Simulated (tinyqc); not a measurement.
Worked calculation: formation energy of a charged point defect from supercell energies. Computed by tinyqc, a small Python program that keeps every step. Command: `OMP_NUM_THREADS=1 python tinyqc.py 3018722 3018723 out.jsonl formation walk`. One thread of a shared host (Intel(R) Xeon(R) Processor @ 2.30GHz), about 0.01 s of CPU time with the checks. Intermediate numbers are printed to about 7 digits and carried at full precision; extremes and crossings named in words are read from the listed rows.

The host is a compound AB. Making the defect adds n_A = 1, n_B = -1 atoms to the cell. All total energies are inputs. E_F is counted from the valence-band maximum (VBM); x = 0 is A-rich and x = 1 B-rich growth.

Inputs (values chosen for the exercise, with gap and screening modelled on AlN):
```
quantity                       value      unit
gap E_g                         6.01        eV
E_VBM of the host cell         2.454        eV
potential alignment dV          0.13        eV
dielectric constant eps         8.26         -
cell length L                   16.9  angstrom
mu_A of the pure element      -5.961        eV
mu_B of the pure element      -7.544        eV
formation enthalpy dH of AB    -2.89        eV
growth condition x              0.74         -
Fermi level E_F                  2.7        eV
temperature T                    600         K
site density N_s             4.2e+22     cm^-3
```

Defect: A on a B site. Supercell lattice: bcc.

charge states q: 2  1  0

E(defect, q) - E(host), in the order of q (eV): -3.684  0.389  4.86

Constants: e^2/(4 pi eps_0) = 14.39964548 eV angstrom; k_B = 8.617333262e-05 eV/K.

## Chemical potentials

dmu_A = x dH and dmu_B = (1 - x) dH, so that dmu_A + dmu_B = dH; mu = mu(element) + dmu. The reservoir term is sum n_i mu_i.

dmu_A = -2.1386 eV

dmu_B = -0.7514 eV

sum n_i mu_i = 0.1958 eV

## Image-charge corrections

Image-charge correction of a point charge in a neutralising background: E_corr = q^2 alpha e^2/(4 pi eps_0) / (2 eps L), alpha = 2.888462 for a bcc array with L the cube root of the volume.

E_corr (eV): (q=+2) 0.5959114, (q=+1) 0.1489779, (q=0) 0.0000000

## Formation energies at E_F = 0

E_f(q, E_F) = [E(defect, q) - E(host)] - sum n_i mu_i + q (E_VBM + dV + E_F) + E_corr(q).

E_f(q, 0) (eV): (q=+2) 1.884111, (q=+1) 2.926178, (q=0) 4.664200

## Transition levels and the lower envelope

eps(q/q') = [E_f(q', 0) - E_f(q, 0)]/(q - q'). U of state q is eps(q/q-1) - eps(q+1/q). The stable state at each E_F is the lowest line E_f(q, 0) + q E_F.

One-electron levels above the VBM (eV):
```
level      energy  U of the state between this level and the next
(+2/+1)  1.042066                                       0.6959557
(+1/0)   1.738022                                               -
```

Stable states:
```
q   from E_F (eV)  to E_F (eV)
+2       0.000000     1.042066
+1       1.042066     1.738022
0        1.738022     6.010000
```

Stable in the gap, from the VBM up: +2, +1, 0.

## The first and the last level

eps(q/q-1) = E_f(q - 1, 0) - E_f(q, 0).

level (+2/+1) = 1.042066 eV

level (+1/0) = 1.738022 eV

## Concentrations at the given E_F and T

E_f(q, E_F) = E_f(q, 0) + q E_F. c_q = N_s exp(-E_f(q, E_F)/k_B T), with all degeneracy factors one and no vibrational entropy.

Charge states:
```
q   E_f (eV)   c_q (cm^-3)         share
+2  7.284111  2.750466e-39  9.856272e-23
+1  5.626178  2.319718e-25  8.312692e-09
0   4.664200  2.790574e-17  1.000000e+00
```

lowest formation energy = 4.6642 eV

total concentration = 2.790574e-17 cm^-3

mean charge = 8.312692e-09 e

State 0 holds 100.0 % of the defects.

## Fermi level and growth conditions

Each entry is the lowest E_f over q.

Lowest formation energy (eV):
```
E_F (eV)  stable q  A-rich, x = 0   x = 0.5  B-rich, x = 1
0.000           +2      -2.393089  0.496911       3.386911
0.751           +2      -0.891089  1.998911       4.888911
1.502           +1       0.150978  3.040978       5.930978
2.254            0       0.387000  3.277000       6.167000
3.005            0       0.387000  3.277000       6.167000
3.756            0       0.387000  3.277000       6.167000
4.508            0       0.387000  3.277000       6.167000
5.259            0       0.387000  3.277000       6.167000
6.010            0       0.387000  3.277000       6.167000
```

Going from A-rich to B-rich growth shifts every line by +5.780 eV and moves no transition level. The slope of the envelope is the stable charge, so E_f is highest in the rows from E_F = 2.25 to 6.01 eV, where the neutral state is stable: the defect forms most easily in p-type material. Under A-rich growth E_f turns negative for part of the gap, so in equilibrium E_F cannot enter that part.

## What the corrections do to the levels

Levels eps(q/q-1) with the terms q dV and E_corr left out or kept.

Levels above the VBM (eV):
```
level      raw  with alignment  with image charge  with both
(+2/+1)  1.619        1.489000           1.172066   1.042066
(+1/0)   2.017        1.887000           1.868022   1.738022
```

Alignment moves every level by -dV = -0.130 eV. The image term moves eps(q/q-1) by (1 - 2q) E_corr(1): (+2/+1) by -0.447, (+1/0) by -0.149 eV, donor levels down and acceptor levels up. It adds 2 E_corr(1) = 0.298 eV to every U.

Checks made by the program: envelope against a direct minimum on a grid (relative difference below 1e-10).
